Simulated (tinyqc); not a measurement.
Precursor delivery by bubblers, mass-transport growth and the solid composition of a III-V alloy: one step, computed by the program tinyqc. Command: `OMP_NUM_THREADS=1 python tinyqc.py 3011023 3011024 out.jsonl movpe_thermo walk`. One thread of a shared host (Intel(R) Xeon(R) Processor @ 2.30GHz), about 0.01 s of CPU time with the checks.

1 sccm = 44.615 micromol/min; 1 torr = 133.322 Pa. The sources decompose fully at the surface.

Question. Partial pressures in the reactor. p_i = p n_i/(44615 F_t), F_t in slm; p_V = p F_V/(1000 F_t), counted per molecule supplied; V/III = 44.615 F_V/(n1 + n2); vapour fraction of source 2 = n2/(n1 + n2).

Inputs (values chosen for the exercise, modelled on triethylgallium (source 1) and trimethylindium (source 2) for the vapour pressures): bath temperature T1 = 282 K; bath temperature T2 = 291 K; total flow F_t = 10 slm; group-V flow F_V = 230 sccm; reactor pressure p = 40 torr.

molar flow 1 = 28.41262 micromol/min

molar flow 2 = 33.92507 micromol/min

Give: p_1; p_2; p_V; V/III ratio; vapour fraction of source 2.

Answer.

p_1 = 0.0025474 torr

p_2 = 0.0030416 torr

p_V = 0.92 torr

V/III ratio = 164.61

vapour fraction of source 2 = 0.54421
